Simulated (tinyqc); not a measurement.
Inside a calculation. Model: a stack of flat layers between unequal leads with mass mismatch, transfer matrices.

Numbers from tinyqc (`OMP_NUM_THREADS=1 python tinyqc.py 2560002 2560003 out.jsonl`; about 0.01 s on one thread of a shared Intel Xeon 2.30GHz). Printed values are rounded.

One electron of energy E comes from the left lead (band edge 0); no transverse momentum. Parabolic bands, masses in units of m0, C = hbar^2/(2 m0); psi and psi'/m are continuous at every interface. The layers follow each other from left to right, then the right lead.

Parameters, values chosen for the exercise; masses and band edges of a made-up stack:
```
symbol,value,unit,meaning
mL,0.055,m0,mass in the left lead
U,"[0.21, -0.04, 0.16, 0.08]",eV,"band edges of the layers, left to right"
m,"[0.075, 0.097, 0.11, 0.1]",m0,masses of the layers
d,"[3, 1.7, 2.1, 2.2]",nm,widths of the layers
UR,-0.1,eV,band edge of the right lead
mR,0.065,m0,mass in the right lead
E,0.042,eV,electron energy
```

Constants: q = 1.602176634e-19 C, hbar = 1.054571817e-34 J s, m0 = 9.1093837015e-31 kg, hbar^2/(2 m0) = 0.0380998212 eV nm^2. Results are converted to the units shown.

## Wave numbers

k = sqrt(m (E - U)/C) where E > U, K = sqrt(m (U - E)/C) where E < U; v = k/m in the leads.

Layers:
```
   U (eV)  m (m0)  d (nm)  k or K (1/nm)  which
1    0.21   0.075       3       0.575074      K
2   -0.04   0.097     1.7       0.456911      k
3    0.16    0.11     2.1       0.583681      K
4    0.08     0.1     2.2       0.315813      K
```

vL = 4.47695 1/nm
vR = 7.57227 1/nm

## Matrices of the layers

For the pair (psi, psi'/m) a flat layer has M = [[cos kd, (m/k) sin kd], [-(k/m) sin kd, cos kd]] with k = sqrt(m (E - U)/C) above its edge U, and M = [[cosh Kd, (m/K) sinh Kd], [(K/m) sinh Kd, cosh Kd]] with K = sqrt(m (U - E)/C) below it. M12 is in nm, M21 in 1/nm.

M of layer 1:
```
         1         2
1  2.89595  0.354452
2  20.8393   2.89595
```

M of layer 2:
```
          1         2
1  0.713197  0.148811
2  -3.30183  0.713197
```

M of layer 3:
```
         1         2
1  1.85010  0.293347
2  8.25939   1.85010
```

M of layer 4:
```
         1         2
1  1.25123  0.238132
2  2.37508   1.25123
```

## Product of the matrices

The matrix of the later layer stands to the left: M = M_n ... M_2 M_1; det M = 1.

M:
```
         1        2
1  26.4024  3.65046
2  92.0585  12.7661
```

## Transmission and reflection

The matrix M carries (psi, psi'/m) across the stack, and v = k/m in each lead. psi = 1 + r at the left edge (incident amplitude 1) and t at the right edge. With det M = 1, a = i vR M11 - M21 and b = -vL vR M12 - i vL M22: t = 2 i vL/(a - b), r = -(a + b)/(a - b), T(E) = (vR/vL) |t|^2, R(E) = |r|^2.

t = 0.0343078+0.0042297i
r = -0.445104-0.894349i
T(E) = 0.00202107
R(E) = 0.997979

T(E) + R(E) = 1: the current is conserved.
